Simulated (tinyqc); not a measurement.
Inside a calculation. Model: silicon n-p-n transistor, Gummel numbers and transit times.

Program tinyqc, `OMP_NUM_THREADS=1 python tinyqc.py 2320032 2320033 out.jsonl`; Intel Xeon 2.30GHz, shared host, one thread, about 0.01 s. Printed values are rounded.

One-dimensional n-p-n transistor in the forward active mode at low injection. In the base p(x) = NB exp(-eta x/wb) and ni(x)^2 = ni^2 exp((g0 + g1 x/wb)/Vt); electrons leave the base at vsat; band spikes at the emitter junction and recombination inside the emitter are ignored.

Parameters, values chosen for the exercise; band and dielectric values close to those of silicon:
```
symbol    value    unit                                             meaning
T           300       K                                         temperature
Eg          1.1      eV                                            band gap
eps_r      11.8                                       relative permittivity
Nc      2.77e19   cm^-3              conduction-band density of states at T
Nv      2.63e19   cm^-3                 valence-band density of states at T
vsat     9.83e6    cm/s                                 saturation velocity
wb          160      nm                                  neutral base width
NB       5.5e17   cm^-3                     base doping at the emitter edge
eta           0                              doping falls as exp(-eta x/wb)
g0            0      eV       gap reduction at the emitter edge of the base
g1            0      eV      further gap reduction across the base (linear)
Dn          8.5  cm^2/s          electron diffusion coefficient in the base
NE       2.9e20   cm^-3                                      emitter doping
gE        0.125      eV  gap reduction in the emitter (negative: wider gap)
we          160      nm                               neutral emitter width
Dp          1.4  cm^2/s           hole diffusion coefficient in the emitter
Se        50000    cm/s       recombination velocity at the emitter contact
tb         6e-8       s                       electron lifetime in the base
NC         9e15   cm^-3                                    collector doping
VCB         0.4       V                         collector-base reverse bias
```

Constants: q = 1.602176634e-19 C, kB = 1.380649e-23 J/K, Vt = kB T/q, eps0 = 8.8541878128e-14 F/cm where lengths are in cm. Results are converted to the units shown.

Range of the model: Heavy doping makes emitter or base degenerate; gE and g0 are to be read as apparent gap changes that include this.

## Base Gummel number and transit time

f(x) = p(x) ni^2/ni(x)^2; I(x) = integral from x to wb of f/Dn, plus f(wb)/vsat; base Gummel number GB = I(0); electron density per unit flux n/(J/q) = I/f; base transit time tauB = integral of I/f over the base. Trapezoid rule on 10 equal steps.

| point | x (nm) | f (cm^-3) | I (s/cm^4) | I/f (s/cm) |
|---|---|---|---|---|
| 0 | 0.000 | 5.5e17 | 1.09125e12 | 1.98408e-6 |
| 1 | 16.000 | 5.5e17 | 9.87716e11 | 1.79585e-6 |
| 2 | 32.000 | 5.5e17 | 8.84186e11 | 1.60761e-6 |
| 3 | 48.000 | 5.5e17 | 7.80657e11 | 1.41938e-6 |
| 4 | 64.000 | 5.5e17 | 6.77128e11 | 1.23114e-6 |
| 5 | 80.000 | 5.5e17 | 5.73598e11 | 1.04291e-6 |
| 6 | 96.000 | 5.5e17 | 4.70069e11 | 8.54671e-7 |
| 7 | 112.000 | 5.5e17 | 3.66539e11 | 6.66435e-7 |
| 8 | 128.000 | 5.5e17 | 2.63010e11 | 4.78200e-7 |
| 9 | 144.000 | 5.5e17 | 1.59481e11 | 2.89965e-7 |
| 10 | 160.000 | 5.5e17 | 5.59512e10 | 1.01729e-7 |

GB = 1.09125e12 s/cm^4
tauB = 16.6865 ps

With 4000 steps GB = 1.091e12 s/cm^4 and tauB = 16.69 ps. A uniform base would give wb^2/(2 Dn) + wb/vsat = 16.7 ps.

## Gain, Early voltage and collector delay

ni = sqrt(Nc Nv) exp(-Eg/(2 Vt)), Eg in volts; GE = NE exp(-gE/Vt)(we/Dp + 1/Se); JC = J0 exp(VBE/Vt), J0 = q ni^2/GB; gain limited by back injection GE/GB, by base recombination tb/tauB, together 1/beta = the sum of the inverses; collector layer one-sided, Wc = sqrt(2 eps0 eps_r (Vbc + VCB)/(q NC)), Vbc = Vt ln(p(wb) NC/ni^2), Cjc = eps0 eps_r/Wc; Early voltage VA = GB q p(wb)/(f(wb) Cjc [1/Dn - (eta + g1/Vt)/(wb vsat)]), f(wb) = p(wb) exp(-(g0 + g1)/Vt), p(wb) = NB exp(-eta); tauC = Wc/(2 vsat).

ni = 1.55462e10 cm^-3
GE = 7.24128e13 s/cm^4
J0 = 3.54843e-11 A/cm^2
GE/GB = 66.3579
tb/tauB = 3595.72
beta = 65.1555
Wc = 415.682 nm
Cjc = 0.251345 fF/um^2
VA = 59.1264 V
tauC = 2.11435 ps

The gain is limited more by back injection into the emitter. beta VA = 3850 V.
